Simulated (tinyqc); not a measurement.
Inside a calculation. Method: plane-wave Kohn-Sham cycle with exchange-only LDA in a layered model solid. Computed by tinyqc, a small Python program that keeps every step. Settings: points = 16, plane-wave index or count = 3, electrons = 2, k points = 3, area = 31.0, mixing = 0.1, iteration cap = 74. Command: `OMP_NUM_THREADS=1 python tinyqc.py 20402 20403 out.jsonl` (the two numbers bound the seeds that draw the settings). One thread of a shared host (Intel(R) Xeon(R) Processor @ 2.60GHz), about 0.03 s of CPU time with the checks.

A solid whose potential varies along x alone (atomic units):

| parameter | value |
|---|---|
| period a | 8.200000 |
| cross-section of the cell | 31.000000 |
| electrons per cell | 2 |
| grid points | 16 |
| plane waves -n..n, n | 3 |
| k points | 3 |
| V1 in V1 cos(2 pi x/a) | -0.530000 |

Stop when sqrt(dV sum R^2) is below 1e-8, dV = a A/N.

Course of the cycle:

| iteration | E (hartree) | norm of the residual |
|---|---|---|
| 1 | -0.83576730 | 1.42e-01 |
| 2 | -0.81515187 | 1.27e-01 |
| 3 | -0.79815805 | 1.13e-01 |
| 4 | -0.78437579 | 1.01e-01 |
| 5 | -0.77331491 | 8.98e-02 |
| 6 | -0.76450473 | 8.00e-02 |
| 7 | -0.75752833 | 7.13e-02 |
| 8 | -0.75203089 | 6.35e-02 |
| 9 | -0.74771732 | 5.65e-02 |
| 10 | -0.74434589 | 5.03e-02 |
| 11 | -0.74172058 | 4.48e-02 |
| ... | ... | ... |
| 64 | -0.73323721 | 1.22e-04 |
| 65 | -0.73323724 | 1.10e-04 |
| 66 | -0.73323727 | 9.93e-05 |
| 67 | -0.73323729 | 8.95e-05 |
| 68 | -0.73323731 | 8.06e-05 |
| 69 | -0.73323732 | 7.26e-05 |
| 70 | -0.73323733 | 6.55e-05 |
| 71 | -0.73323734 | 5.90e-05 |
| 72 | -0.73323735 | 5.32e-05 |
| 73 | -0.73323736 | 4.80e-05 |
| 74 | -0.73323736 | 4.33e-05 |

Can the last value be used, and what does the course show?

Not by the stop rule, although the second column moves by less than 1e-07 over the last three steps. Not converged within 74 iterations: the residual falls steadily but slowly, by a factor of about 0.90 a step. Reruns (cap 100 unless said): mixing 0.5, Kerker q0 1.0: converged in 78 (E = -0.73324); mixing 0.3, Pulay depth 5: converged in 9 (E = -0.73324); the original settings with a cap of 400: converged in 158 (E = -0.73324).
